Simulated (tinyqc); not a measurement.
From results back to parameters: alloy A(1-x)B(x) by interpolation with bowing. Three cases, with inputs chosen for the exercise.

Problem. An unstrained alloy A(1-x)B(x) follows Vegard, a(x) = (1 - x) a_A + x a_B, and E(x) = (1 - x) E_A + x E_B - C x (1 - x) at Gamma. Its lattice constant and gap are given.

Find: x; linear part of the gap; C.

Method. x = (a - a_A)/(a_B - a_A); the bowing is the shortfall against the linear part divided by x (1 - x).

Case 1.

Values chosen (out of a larger set: A near Si, B near Ge; not measured data): a = (5.424, 5.657) angstrom (lattice constant of A, B); Eg = (4.124, 0.901) eV (gap at Gamma to the s-like level of A, B).

a(x) = 5.594090 angstrom
gap at Gamma = 1.735732 eV

Solution.

x = 0.730
linear part of the gap = 1.7712 eV
C = 0.180 eV

Case 2.

Values chosen (out of a larger set: A near GaP, B near GaAs; not measured data): a = (5.446, 5.657) angstrom (lattice constant of A, B); Eg = (2.897, 1.505) eV (gap at Gamma to the s-like level of A, B).

a(x) = 5.543060 angstrom
gap at Gamma = 2.207497 eV

Solution.

x = 0.460
linear part of the gap = 2.2567 eV
C = 0.198 eV

Case 3.

Values chosen (out of a larger set: A near InSb, B near InAs; not measured data): a = (6.481, 6.055) angstrom (lattice constant of A, B); Eg = (0.234, 0.414) eV (gap at Gamma to the s-like level of A, B).

a(x) = 6.246700 angstrom
gap at Gamma = 0.179797 eV

Solution.

x = 0.550
linear part of the gap = 0.3330 eV
C = 0.619 eV

Computed by tinyqc, one run a case: `OMP_NUM_THREADS=1 python tinyqc.py N N+1 out.jsonl` with N = 1081394, 1081439, 1081446; one thread of a shared Intel(R) Xeon(R) Processor @ 2.30GHz, about 0.01 s a run at most.
